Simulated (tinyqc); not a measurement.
Punch-through p+-n junction, ionisation integral and breakdown: one step of the calculation.

A p+ layer at x < 0 and an n drift layer from x = 0 to L on an n+ substrate. Depletion approximation, built-in voltage neglected. Local ionisation coefficients alpha_n = an exp(-(bn/E)^mx), alpha_p = ap exp(-(bp/E)^mx). Electrons move towards +x, holes towards x = 0.

Problem. Ionisation integrals by the trapezoid rule. G(x) = integral from 0 to x of (alpha_n - alpha_p); I_n = integral of alpha_n exp(-G) (electrons injected at x = 0), I_p = integral of alpha_p exp(G(end) - G) (holes injected at the far edge); M = 1/(1 - I). All integrals by the trapezoid rule on the grid.

| point | x (um) | alpha_n (1/cm) | alpha_p (1/cm) |
|---|---|---|---|
| 0 | 0.00000000 | 57977.060 | 25796.707 |
| 1 | 0.01928571 | 51927.350 | 21399.829 |
| 2 | 0.03857143 | 46031.942 | 17444.767 |
| 3 | 0.05785714 | 40326.137 | 13938.355 |
| 4 | 0.07714286 | 34848.428 | 10881.816 |
| 5 | 0.09642857 | 29640.193 | 8269.7683 |
| 6 | 0.11571429 | 24745.111 | 6089.3148 |
| 7 | 0.13500000 | 20208.164 | 4319.3117 |
| 8 | 0.15428571 | 16074.099 | 2929.9913 |
| 9 | 0.17357143 | 12385.193 | 1883.1202 |
| 10 | 0.19285714 | 9178.1694 | 1132.9076 |
| 11 | 0.21214286 | 6480.1651 | 627.85992 |
| 12 | 0.23142857 | 4303.7912 | 313.67957 |
| 13 | 0.25071429 | 2641.6459 | 137.10322 |
| 14 | 0.27000000 | 1461.1883 | 50.231884 |

Wanted: G; alpha_n exp(-G); I_n; I_p; M_n; M_p.

Solution.

| point | G | alpha_n exp(-G) (1e4 1/cm) |
|---|---|---|
| 0 | 0.00000 | 5.7977 |
| 1 | 0.06047 | 4.8880 |
| 2 | 0.11747 | 4.0930 |
| 3 | 0.17048 | 3.4005 |
| 4 | 0.21904 | 2.7993 |
| 5 | 0.26276 | 2.2791 |
| 6 | 0.30135 | 1.8307 |
| 7 | 0.33466 | 1.4461 |
| 8 | 0.36266 | 1.1185 |
| 9 | 0.38546 | 0.8424 |
| 10 | 0.40335 | 0.6132 |
| 11 | 0.41675 | 0.4272 |
| 12 | 0.42624 | 0.2810 |
| 13 | 0.43250 | 0.1714 |
| 14 | 0.43628 | 0.0945 |

I_n = 0.52335
I_p = 0.26195
M_n = 2.0980
M_p = 1.3549

Program tinyqc, `OMP_NUM_THREADS=1 python tinyqc.py 2120109 2120110 out.jsonl`; Intel Xeon 2.30GHz, shared host, one thread, about 0.06 s.
